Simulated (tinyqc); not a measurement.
## Off-state leakage of single and stacked transistors: leakage components against the body voltage

n-channel devices of unit width. Subthreshold current I(Vg, Vs, Vd) = I0 (T/300 K)^0.5 exp[(Vg - Vs - VT(T) - gb (Vs - Vb) + dd (Vd - Vs))/(nf Vt)] (1 - exp(-(Vd - Vs)/Vt)), VT(T) = VT - cT (T - 300 K). Gate-edge tunnelling Ig (Vd/1 V) exp(ag (Vd - 1 V)), for a gate at 0 V, and band-to-band leakage Ab u exp(-Bb/u), u = Vd - Vb + 1 V, flow at a drain held at V; both are taken as independent of T. In a stack of off transistors (all gates at 0 V) the same subthreshold current passes through each.

One transistor with Vg = Vs = 0, Vd = V; stack factor I(one)/I(two in series).

Inputs (values chosen for the exercise); values of the order met in bulk silicon logic transistors:
```
symbol,value,unit,meaning
T,300,K,temperature
V,0.9,V,supply voltage
VT,0.3,V,"threshold at 300 K, zero drain and body bias"
cT,0.8,mV/K,fall of the threshold with temperature
I0,0.1,uA/um,current at threshold at 300 K
nf,1.18,,slope factor
dd,0.09,,drain-induced lowering per volt
gb,0.1,,rise of the threshold per volt of source-body bias
Ig,9e-6,uA/um,gate-edge tunnelling current at 1 V
ag,3.7,1/V,exponential slope of the gate current
Ab,6,uA/(um V),prefactor of band-to-band leakage at the drain
Bb,20,V,its exponential voltage
```

Constants: q = 1.602176634e-19 C, kB = 1.380649e-23 J/K, Vt = kB T/q. Results are converted to the units shown.

The same in every row: gate edge (nA/um) = 0.005595; stack factor = 12.76.

Leakage components against the body voltage:
```
Vb (V),subthreshold (nA/um),band-to-band (nA/um),total (nA/um),largest part
0.2,0.1469,0.07930,0.2318,subthreshold
0,0.07624,0.3058,0.3876,band-to-band
-0.2,0.03958,0.9209,0.9661,band-to-band
-0.4,0.02054,2.309,2.335,band-to-band
-0.6,0.01067,5.032,5.048,band-to-band
-0.8,0.005537,9.829,9.840,band-to-band
-1,0.002874,17.60,17.60,band-to-band
-1.2,0.001492,29.35,29.36,band-to-band
-1.4,7.745e-4,46.19,46.20,band-to-band
```

Read the table: what changes, and by how much?

As Vb goes from 0.2 to -1.4, the total leakage rises from 0.232 to 46.2 nA/um. The subthreshold part leads at Vb = 0.2, the band-to-band part from 0 on. The reduction by a stack of two stays at 12.8, for the subthreshold part alone. For Vb = 0.2 the body is forward biased; the junction current, left out, is still small at this voltage.

tinyqc, about 0.03 s, one thread, Intel Xeon 2.30GHz (shared host): `OMP_NUM_THREADS=1 python tinyqc.py 2242234 2242235 out.jsonl`
